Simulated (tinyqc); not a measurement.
Image-sensor pixel with a pinned photodiode, signal and noise: one step of the calculation.

A buried n layer between a heavily doped p+ surface layer and a p layer is emptied into a floating diffusion, read through a source follower with correlated double sampling (reset noise cancelled). One-dimensional abrupt junctions; no blooming, lag or crosstalk.

Problem. Noise budget. Signal S = QE Ph; variance = S + dark rate x ti + (read noise)^2 + (pr S)^2; SNR = 20 log10(S/noise); dynamic range 20 log10(FW/noise at S = 0).

Inputs (values chosen for the exercise); material values close to those of silicon: gain non-uniformity pr = 0.3 %; exposure ti = 33 ms; photons on the photodiode per exposure Ph = 2800.

QE = 0.25258788
generation rate = 24.297644 electrons/s
diffusion rate = 145.17323 electrons/s
read noise = 2.7548730 electrons
FW = 12982.339 electrons

Find: S; variances; noise; SNR; dynamic range.

Solution.

S = 707.25 electrons
variances (electrons^2): photon shot 707.25, dark shot 5.5925, read 7.5893, non-uniformity 4.5018
noise = 26.925 electrons
SNR = 28.388 dB
dynamic range = 71.067 dB

The largest part, 97.6 % of the variance, is photon shot noise.

Program tinyqc, `OMP_NUM_THREADS=1 python tinyqc.py 2630136 2630137 out.jsonl`; Intel Xeon 2.30GHz, shared host, one thread, about 0.01 s.
